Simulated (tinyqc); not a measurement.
Shape of the distribution and failure rate.

For F(t) = 1 - exp(-(t/t63)^beta): mean t63 Gamma(1 + 1/beta), median t63 (ln 2)^(1/beta), deviation t63 sqrt(Gamma(1 + 2/beta) - Gamma(1 + 1/beta)^2), failure rate (beta/t63)(t/t63)^(beta - 1).

Parameters, values chosen for the exercise:
- t63 = 2100 s (characteristic time of a test capacitor)

Shape of the distribution and failure rate:
```
beta	mean (s)	median (s)	deviation/mean	rate at 0.01 t63 (1/s)	rate at t63 (1/s)
0.5	4200	1009	2.236	0.002381	2.381e-4
0.7	2658	1244	1.462	0.001327	3.333e-4
1	2100	1456	1.000	4.762e-4	4.762e-4
1.3	1940	1584	0.7757	1.555e-4	6.190e-4
1.7	1874	1693	0.6055	3.223e-5	8.095e-4
2.2	1860	1778	0.4798	4.171e-6	0.001048
3	1875	1858	0.3634	1.429e-7	0.001429
4	1903	1916	0.2805	1.905e-9	0.001905
```

What does the comparison show?

The relative spread falls from 2.24 to 0.281. For beta < 1 the rate falls with time (early failures), at 1 it is constant, 4.76e-4 1/s, and above 1 it grows (wear-out): the early rate goes from 10.0 times the rate at t63 to 1.00e-6 times.

Computed by the program tinyqc: `OMP_NUM_THREADS=1 python tinyqc.py 2070047 2070048 out.jsonl`, one thread of a shared Intel Xeon 2.30GHz, about 0.01 s for the whole run.
